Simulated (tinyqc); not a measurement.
## Permittivity and interface capacitance from two thicknesses

Problem. 1/C = t/(eps0 ek) + 2/ci for planar capacitors that differ only in thickness. Find ek, ci and the EOT of the interfaces, 2 x 3.9 eps0/ci.

Constants: eps0 = 8.8541878128e-14 F/cm where lengths are in cm. Results are converted to the units shown.

C at t = 11 and 34 nm (uF/cm^2): [0.56442031, 0.18274612]

Answer. 1/C is a straight line in t: the slope gives ek and the intercept 2/ci. A single thickness would give only the effective permittivity; when the interfaces are a small part of 1/C, ci needs very accurate data.

ek = 7.020
ci = 1000 uF/cm^2
EOT of the interfaces = 0.006906 nm

Program tinyqc, `OMP_NUM_THREADS=1 python tinyqc.py 2102002 2102003 out.jsonl`; Intel Xeon 2.30GHz, shared host, one thread, about 0.01 s.
